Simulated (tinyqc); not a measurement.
## MOSFET in the linear regime without short-channel effects, parameter extraction from computed curves: extraction methods against the temperature

Inversion charge Q = Cox n Vt W0(exp((Vg - VT)/(n Vt))), W0 the Lambert function and n = nf; u = Q/Cox; mobility mu = mu0/(1 + th1 u + th2 u^2); channel resistance Rch = (L - dL)/(W mu Q); Id = Vd/(Rch + Rsd/W). Cox = eps0 eox/tox. Small Vd, no channel-length or drain effects.

From the continuous curve Id(Vg): tangent at peak gm (V_ext = Vg - Id/gm); constant current Id = 0.1 uA W/L; peak of d2Id/dVg2; Y = Id/sqrt(gm) drawn through Vg = VT + 0.6 and VT + 0.8 V, with intercept VT_Y and slope s. Mobilities gm,max L/(W Cox Vd) and s^2 L/(W Cox Vd) with the drawn L. Last column: share of Rsd/W in the total resistance at VT + 0.8 V.

Inputs (values chosen for the exercise); channel values of the order met in silicon transistors: relative permittivity of the gate insulator (close to zirconium oxide) eox = 25.5; insulator thickness tox = 17 nm; low-field mobility mu0 = 490 cm^2/(V s); first mobility attenuation factor th1 = 0.05 1/V; second mobility attenuation factor th2 = 0 1/V^2; threshold voltage VT = 0.67 V; body factor nf = 1.46; gate width W = 10 um; drawn gate length L = 1.3 um; drawn less effective length dL = 0.004 um; source plus drain resistance Rsd = 250 ohm um; drain voltage Vd = 0.025 V.

Constants: q = 1.602176634e-19 C, kB = 1.380649e-23 J/K, Vt = kB T/q, eps0 = 8.8541878128e-14 F/cm where lengths are in cm. Results are converted to the units shown.

Result of one run:

| T (K) | V_ext (V) | constant current (V) | second derivative (V) | VT_Y (V) | mobility from gm (cm^2/(V s)) | mobility from Y (cm^2/(V s)) | series share (%) |
|---|---|---|---|---|---|---|---|
| 110 | 0.686 | 0.665 | 0.667 | 0.702 | 429 | 471 | 8.27 |

What becomes of these results when the temperature T is changed from 110 to 450 K, all else the same?

Result of the changed run:

| T (K) | V_ext (V) | constant current (V) | second derivative (V) | VT_Y (V) | mobility from gm (cm^2/(V s)) | mobility from Y (cm^2/(V s)) | series share (%) |
|---|---|---|---|---|---|---|---|
| 450 | 0.692 | 0.550 | 0.655 | 0.713 | 376 | 407 | 7.43 |

The whole series:

| T (K) | V_ext (V) | constant current (V) | second derivative (V) | VT_Y (V) | mobility from gm (cm^2/(V s)) | mobility from Y (cm^2/(V s)) | series share (%) |
|---|---|---|---|---|---|---|---|
| 77 | 0.683 | 0.672 | 0.668 | 0.696 | 438 | 477 | 8.40 |
| 110 | 0.686 | 0.665 | 0.667 | 0.702 | 429 | 471 | 8.27 |
| 150 | 0.688 | 0.655 | 0.666 | 0.708 | 420 | 463 | 8.13 |
| 220 | 0.691 | 0.634 | 0.664 | 0.713 | 406 | 450 | 7.93 |
| 300 | 0.693 | 0.608 | 0.661 | 0.716 | 394 | 435 | 7.73 |
| 370 | 0.693 | 0.582 | 0.658 | 0.716 | 385 | 422 | 7.58 |
| 450 | 0.692 | 0.550 | 0.655 | 0.713 | 376 | 407 | 7.43 |

The model has VT = 0.67 V and mu0 = 490 cm^2/(V s). Over the table the extracted thresholds move by 10 mV (tangent), 120 mV (constant current), 12 mV (second derivative), 20 mV (Y function). The mobility from gm falls from 438 to 376 and that from Y falls from 477 to 407 cm^2/(V s).

Computed by the program tinyqc: `OMP_NUM_THREADS=1 python tinyqc.py 2210093 2210094 out.jsonl`, one thread of a shared Intel Xeon 2.30GHz, about 0.01 s for the whole run.
